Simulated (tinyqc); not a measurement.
Inside a calculation. Model: random telegraph noise from one oxide trap in a small MOSFET.

tinyqc, about 0.01 s, one thread, Intel Xeon 2.30GHz (shared host): `OMP_NUM_THREADS=1 python tinyqc.py 2710092 2710093 out.jsonl` Printed values are rounded.

An acceptor-like trap exchanges electrons with the channel. Inversion charge Q = Cox u, u = n Vt W0(exp((Vg - VT)/(n Vt))), W0 the Lambert function, n = nf, Cox = eps0 eox/tox; linear regime Id = (W/L) mu Q Vd. Relative to threshold the surface potential rises by Vt ln(u/u0) and the oxide voltage by the rest of Vg - VT, with u0 = n Vt W0(1).

Parameters, values chosen for the exercise; values of the order met in silicon transistors:
```
symbol,value,unit,meaning
T,300,K,temperature
eox,3.9,,relative permittivity of the gate insulator (close to silicon dioxide)
tox,1.3,nm,insulator thickness
xt,0.56,nm,depth of the trap from the channel interface
E0,-0.04,eV,trap level above the channel Fermi level at threshold
s0,2e-17,cm^2,capture prefactor
EB,0.34,eV,capture barrier (lattice relaxation)
lt,0.1,nm,tunnelling decay length
vth,1.5e7,cm/s,thermal velocity
zi,2.1,nm,thickness of the inversion layer
VT,0.2,V,threshold voltage
nf,1.37,,body factor
W,30,nm,gate width
L,23,nm,gate length
mu,200,cm^2/(V s),mobility
asc,8.7e-16,V s,scattering coefficient of the charged trap
Vd,0.02,V,drain voltage
Vg,0.07,V,gate voltage
```

Constants: q = 1.602176634e-19 C, kB = 1.380649e-23 J/K, Vt = kB T/q, eps0 = 8.8541878128e-14 F/cm where lengths are in cm. Results are converted to the units shown.

Range of the model: With fewer than ten electrons in the channel, current percolates around random dopants and traps, and real steps can be several times larger than this uniform estimate. VT is taken as given; short-channel effects and the uneven flow of current among few electrons are left out.

## Trap level, time constants and occupancy

N = Cox u/q; dpsi = Vt ln(u/u0); E = E0 - dpsi - (xt/tox)(Vg - VT - dpsi); capture time tc = 1/[(N/zi) vth s0 exp(-xt/lt - EB/Vt)]; emission time te = tc exp(-E/Vt); occupancy te/(tc + te).

u = 8.79705e-4 V
N = 1.45847e10 cm^-2
dpsi = -0.0808708 V
E = 0.0620342 eV
tc = 6.68342 s
te = 0.606556 s
occupancy = 0.0832040

The trap lies 2.4 Vt above the Fermi level, so it is empty most of the time.

## Step height

A = W L; threshold step dV = q (1 - xt/tox)/(Cox A); gm/Id = 1/(u + n Vt); relative step dI/I = (gm/Id) dV + asc mu/A. Id as defined.

electrons in the channel N A = 0.100634
dV = 4.97599 mV
gm/Id = 27.5505 1/V
number part of dI/I = 13.7091 %
dI/I = 16.2309 %
Id = 0.0121916 uA
dI = 1.97880 nA

## Lorentzian spectrum

Spectrum S(f) = 4 dI^2/{(tc + te)[(1/tc + 1/te)^2 + (2 pi f)^2]}; corner fc = (1/tc + 1/te)/(2 pi); variance dI^2 tc te/(tc + te)^2. Give S at f = 0, at fc and at 10 fc.

fc = 0.286205 Hz
S(0) = 6.64393e-19 A^2/Hz
S(fc) = 3.32196e-19 A^2/Hz
S(10 fc) = 6.57814e-21 A^2/Hz
rms current = 0.546526 nA

The rms value is 0.276 of the step; it reaches its largest share, 1/2, when tc = te.
